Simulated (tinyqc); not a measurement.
# Inputs raised by 5 %, one at a time

Model: capillary instabilities by surface diffusion: grooving and agglomeration of films, edge retraction, wire break-up and smoothing of roughness. Computed by tinyqc, a small Python program. Command: `OMP_NUM_THREADS=1 python tinyqc.py 3018112 3018113 out.jsonl dewet sens`. One thread of a shared host (Intel(R) Xeon(R) Processor @ 2.30GHz), about 0.01 s of CPU time with the checks.

Isotropic surface energy; shapes change by surface diffusion alone.

Inputs (values chosen for the exercise, of the order of those of a ruthenium film):
```
quantity                              value        unit
surface energy gamma_s                  2.9       J/m^2
grain-boundary energy gamma_b           1.2       J/m^2
contact angle on the substrate theta     50     degrees
atomic volume Omega                    13.6  angstrom^3
surface sites nu                        8.5      1/nm^2
prefactor D0                          6e-06       m^2/s
activation energy Q                    2.28          eV
temperature T                          1571           K
time t                                   11           s
film thickness h                         12          nm
grain radius R                          230          nm
```

Grooves: at the surface only.

Constants: k_B = 8.617333262e-05 eV/K; k_B = 1.380649e-23 J/K.

Method:
- B = D_s nu gamma_s Omega^2/(k_B T), D_s = D0 exp(-Q/(k_B T)).
- Groove angle beta: sin(beta) = gamma_b/(2 gamma). For circular grains of radius R with spherical caps the groove ends (measured from the mean surface) at the depth R g(beta), g = (2 - 3 cos beta + cos^3 beta)/(3 sin^3 beta). The film parts if R g(beta_s) > h.
- Mullins' isolated groove: depth below the flat surface d = 0.780 m (B t)^(1/4), m = tan(beta_s), width between the ridges 4.6 (B t)^(1/4); time to reach h: (h/(0.780 m))^4/B.
- A rim shaped as a circular segment with contact angle theta holds the area h x; its radius r obeys r^2 (theta - sin theta cos theta) = h x. To advance, the edge must carry a strip of the rim height H = r (1 - cos theta) over the rim, driven by the curvature 1/r over the distance r theta (the scaling argument of Brandon and Bradshaw): H dx/dt = B/(theta r^2) gives x^(5/2) = (5/2) B t c^(3/2)/(theta (1 - cos theta) h^(3/2)), c = theta - sin theta cos theta.

Runs:
```
input moved                             from       to  B (nm^4/s)  critical R/h  groove depth (nm)  rim height H (nm)
base run                                   -        -  6.1169e+04        19.055             4.7242             15.818
grain-boundary energy gamma_b (J/m^2)    1.2     1.26  6.1169e+04        18.120             4.9718             15.818
prefactor D0 (m^2/s)                   6e-06  6.3e-06  6.4228e+04        19.055             4.7822             15.974
temperature T (K)                       1571  1649.55  1.2991e+05        19.055             5.7030             18.390
time t (s)                                11    11.55  6.1169e+04        19.055             4.7822             15.974
film thickness h (nm)                     12     12.6  6.1169e+04        19.055             4.7242             15.974
grain radius R (nm)                      230    241.5  6.1169e+04        19.055             4.7242             15.818
atomic volume Omega (angstrom^3)        13.6    14.28  6.7439e+04        19.055             4.8409             16.130
```

Exponents ln(y'/y) / ln(x'/x):
```
input                               B  critical R/h  groove depth  rim height H
grain-boundary energy gamma_b   0.000        -1.031         1.047         0.000
prefactor D0                    1.000         0.000         0.250         0.200
temperature T                  15.437         0.000         3.859         3.087
time t                          0.000         0.000         0.250         0.200
film thickness h                0.000         0.000         0.000         0.200
grain radius R                  0.000         0.000         0.000         0.000
atomic volume Omega             2.000         0.000         0.500         0.400
```

Among the inputs moved here: B answers most in size to temperature T (exponent +15.437), next to atomic volume Omega (+2.000); its exponent is below 0.0005 for grain-boundary energy gamma_b, time t, film thickness h, grain radius R. critical R/h answers most in size to grain-boundary energy gamma_b (exponent -1.031); its exponent is below 0.0005 for prefactor D0, temperature T, time t, film thickness h, grain radius R, atomic volume Omega. Its exponent -1.031 in grain-boundary energy gamma_b: g is about beta/4 for small angles. Groove depth answers most in size to temperature T (exponent +3.859), next to grain-boundary energy gamma_b (+1.047); its exponent is below 0.0005 for film thickness h, grain radius R. Its exponent +0.250 in time t: Mullins' law. rim height H answers most in size to temperature T (exponent +3.087), next to atomic volume Omega (+0.400); its exponent is below 0.0005 for grain-boundary energy gamma_b, grain radius R. Its exponent +0.200 in time t: H^2 goes as h x.

Caution (rows base run, grain-boundary energy gamma_b, prefactor D0, time t, film thickness h, grain radius R, atomic volume Omega): the rim is not yet high against the film, as the scaling law assumes.
